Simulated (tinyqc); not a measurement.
Density of states of one tight-binding band of a chain: one step. Energies on the mesh. Two cases, with inputs chosen for the exercise.

Question. Evaluate the band at all 16 points and collect equal values.

E(k) = -2 t cos(2 pi k) - 2 t2 cos(4 pi k); k in fractions of the reciprocal vectors, mesh k_i = j/N with j = 0 .. N-1. Densities are per cell and per spin, so the band holds one state.

Case 1.

Values chosen: t = 1.13 eV (nearest hopping); t2 = 0.06 eV (second hopping); N = 16 (mesh points along each axis).

Case 2.

Values chosen: t = 1.58 eV (nearest hopping); t2 = -0.26 eV (second hopping); N = 16 (mesh points along each axis).

Give: Distinct energies.

Answer.

Case 1.

Distinct energies:
```
E_k (eV)  points
-2.3800        1
-2.1728        2
-1.5981        2
-0.7800        2
0.1200         2
0.9497         2
1.5981         2
2.0031         2
2.1400         1
```

The 16 points give 9 distinct energies between -2.3800 and 2.1400 eV; a dense mesh gives a band from -2.380 to 2.140 eV.

Case 2.

Distinct energies:
```
E_k (eV)  points
-2.6400        1
-2.5518        2
-2.2345        2
-1.5770        2
-0.5200        2
0.8416         2
2.2345         2
3.2872         2
3.6800         1
```

The 16 points give 9 distinct energies between -2.6400 and 3.6800 eV; a dense mesh gives a band from -2.640 to 3.680 eV.

Computed by tinyqc, one run a case: `OMP_NUM_THREADS=1 python tinyqc.py N N+1 out.jsonl` with N = 1650606, 1651487; one thread of a shared Intel(R) Xeon(R) Processor @ 2.30GHz, about 0.01 s a run at most.
